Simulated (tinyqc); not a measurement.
Two-band model of a narrow-gap semiconductor with electrons and holes: one step, computed by the program tinyqc.

Two parabolic bands with acoustic scattering (r = -1/2, a = 0), a gap that does not change with T, and fully ionised dopants. Melting is ignored, so values above the melting point are formal, and kappa_L does not change with T. eta_n = (E_F - E_c)/(k_B T), eta_p = -eta_n - E_g/(k_B T).

Task: Both bands together. Both bands together (these totals replace the one-band zT): sigma = sigma_n + sigma_p; S = (sigma_p |S_p| - sigma_n |S_n|)/sigma; kappa_bip = (sigma_n sigma_p/sigma)(|S_n| + |S_p|)^2 T; kappa_e = (L_n sigma_n + L_p sigma_p) T; zT = S^2 sigma T/(kappa_L + kappa_e + kappa_bip); weak-field R_H = (r_p sigma_p^2/p - r_n sigma_n^2/n)/(e sigma^2), where the Hall factors r_n and r_p are <x^(3/2)> <x^(1/2)>/<s>^2.

Inputs (values chosen for the exercise, modelled on InAs): lattice thermal conductivity kappa_L = 19 W/(m K); temperature T = 850 K.

Doping: p-type.

Partial coefficients:
```
band       sigma (S/cm)  |S| (microvolt/K)  L (1e-8 V^2/K^2)  density (1/cm^3)  Hall factor
electrons      7.371067           501.8367          1.489225      9.753713e+15     1.176543
holes          143.5871           250.2991          1.560298      1.400975e+19     1.151354
```

Constants: e = 1.602176634e-19 C.

Give: conductivity sigma; Seebeck coefficient S; bipolar thermal conductivity; kappa_e; zT; Hall coefficient R_H.

Result:

conductivity sigma = 151.0 S/cm

Seebeck coefficient S = 213.6 microvolt/K

bipolar thermal conductivity = 0.3371 W/(m K)

kappa_e = 0.1998 W/(m K)

zT = 0.02996

Hall coefficient R_H = -1.331 cm^3/C

The minority band lowers |S| from 250 to 214 microvolt/K, and bipolar flow adds 1.7 % of the thermal conductivity. S and R_H have opposite signs, because R_H weights each carrier by mu^2 and S by mu times the partial |S| of its band.
